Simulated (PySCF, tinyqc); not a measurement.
CIS and TDHF on RHF in the sto-3g basis, for H4, spin multiplicity 1, step by step. The lowest restricted solution is unstable here: a spin-polarised one lies 0.1570 hartree lower (PySCF). One step of it, computed by the program tinyqc.

Question. TDHF (RPA) triplet states. B(ia,jb) = - (ib|ja); the squared energies are the eigenvalues of (A - B)(A + B); 1 hartree = 27.211386 eV.

CIS matrix A, triplet (hartree):
```
           1>3        1>4        2>3        2>4
1>3   0.237593   0.000000   0.000000  -0.138417
1>4   0.000000   0.599246  -0.138417   0.000000
2>3   0.000000  -0.138417  -0.094644   0.000000
2>4  -0.138417   0.000000   0.000000   0.254484
```

Two-electron integrals over orbitals (pq|rs), unique and non-zero (hartree):
```
(11|11) 0.466904   (21|21) 0.135791   (22|11) 0.458614   (22|22) 0.466252
(31|31) 0.134684   (32|32) 0.089379   (33|11) 0.458408   (33|22) 0.454192
(33|33) 0.466018   (41|32) 0.087383   (41|41) 0.085474   (42|31) 0.137401
(42|42) 0.150448   (43|21) 0.138417   (43|43) 0.151602   (44|11) 0.462453
(44|22) 0.470761   (44|33) 0.470780   (44|44) 0.488018
```

Give: TDHF matrix B, triplet; squared energies w^2; TDHF energies from the positive w^2.

Answer.

TDHF matrix B, triplet (hartree):
```
         1>3      1>4      2>3      2>4
1>3  -0.1347   0.0000   0.0000  -0.0874
1>4   0.0000  -0.0855  -0.1374   0.0000
2>3   0.0000  -0.1374  -0.0894   0.0000
2>4  -0.0874   0.0000   0.0000  -0.1504
```

squared energies w^2 (hartree^2): -0.0412  0.0017  0.1447  0.3516

TDHF energies from the positive w^2 (eV): 1.1383  10.3517  16.1345

A + B or A - B has a negative eigenvalue: the restricted solution is unstable towards a spin-polarised one, a negative w^2 means an imaginary energy, and the lowest roots have no physical meaning.
